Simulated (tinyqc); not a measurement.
Worked calculation: donor near an oxide interface in a gate field (two-state model). Values are carried at full precision from step to step, so a last printed digit may differ when a step is redone from the rounded ones.

Interface at z = 0 (hard wall), donor at z = d, field F pulling electrons to the interface: potential e F z; 1 kV/cm = 1e-5 eV/angstrom, c = hbar^2/2m0, q = e^2/(4 pi eps0), Q = (eps - eo)/(eps + eo). Donor state: E_D = e F d - ED - q Q/(4 eps d), the last term joining the images of ion and electron. Interface state: z exp(-b z/2) exp(-rho^2/(2 L^2)) with E_z = c b^2/(4 mz) + 3 e F/b + q Q b/(8 eps), minimised over b; in the plane at z = 3/b the ion (distance D = d - 3/b) and its image (D' = d + 3/b) give E_rho = c/(mt L^2) - (q/eps)(sqrt(pi)/L)[erfcx(D/L) + Q erfcx(D'/L)], erfcx(x) = exp(x^2) erfc(x), minimised over L. E_I = E_z + E_rho.

Constants: hbar^2/2m0 = 3.80998211 eV angstrom^2; e^2/(4 pi eps0) = 14.39964547 eV angstrom.

Values chosen for the exercise (near those of a donor in Si below SiO2, static dielectric constants; not measured data):
- d = 60 angstrom (depth of the donor)
- ED = 46 meV (bulk binding energy)
- mz = 0.898 m0 (mass across the interface)
- mt = 0.189 m0 (mass in the plane)
- eps = 11.5 (dielectric constant of the semiconductor)
- eo = 3.9 (dielectric constant of the oxide)
- F = 132 kV/cm (field in the semiconductor)
- aD = 15.7 angstrom (donor radius)
- v = 0.4 (valley factor)

## The interface state across the interface

Solve c b/(2 mz) - 3 e F/b^2 + q Q/(8 eps) = 0; give Q, b, the three terms of E_z and <z> = 3/b.

Q = 0.4935
b = 0.11211 1/angstrom

kinetic, field and image terms (meV): 13.33  35.32  8.66

<z> = 26.8 angstrom

The image pushes the electron away from the oxide; without it <z> would be 24.4 angstrom.

## Binding in the plane

Give D, D', the best L, both terms and E_rho.

D, D' (angstrom): 33.2  86.8

L = 54.9 angstrom

kinetic and Coulomb terms (meV): 6.68  -29.01

E_rho = -22.33 meV

The bottom of the well lies at -44.8 meV, so the level is 50 % of the way up; L/D = 1.65. Above the critical field the ionised donor would thus still hold its electron as a dot at the interface.

## Where the electron sits

The two states couple by t = t0 exp(-D/aD) with t0 = q/(eps aD) (2 aD/L) sqrt(aD b/2) v, v a valley factor; this form is an estimate. With detuning u = E_D - E_I the splitting is sqrt(u^2 + 4 t^2) and the lower state has weight (1 - u/sqrt(u^2 + 4 t^2))/2 on the donor.

Give E_D, E_I, t, the splitting and the donor weight.

E_D, E_I (meV): 30.63  34.98

t = 2.06 meV
splitting = 6.00 meV
donor weight = 0.863

The electron is shared; the contact hyperfine coupling scales with the donor weight. With this t, the tunnelling time pi hbar/(2t) at a crossing would be 0.502 ps (hbar = 6.58212e-16 eV s); here the detuning is 2.12 t.

## Critical field

Find F at which E_D = E_I; compare the rule e F d = ED. The crossing width is 4t/(e D), with t and D formed anew at that field.

critical field = 145.7 kV/cm
ED/(e d) = 76.7 kV/cm
width = 23 kV/cm

The confinement energy E_z = 60.9 meV raises the field needed and the attraction E_rho = -22.1 meV lowers it; the result is 1.90 times the simple rule.

## Checks

- E_z without images against 1.5 x 6^(2/3)/2 (c (e F)^2/mz)^(1/3), meV: both 48.24.
- E_rho from the radial equation in the full Coulomb well against the Gaussian trial function, meV: -22.6 against -22.3.

tinyqc: `OMP_NUM_THREADS=1 python tinyqc.py 1250162 1250163 out.jsonl`; about 0.08 s, one thread, shared Intel(R) Xeon(R) Processor @ 2.30GHz.
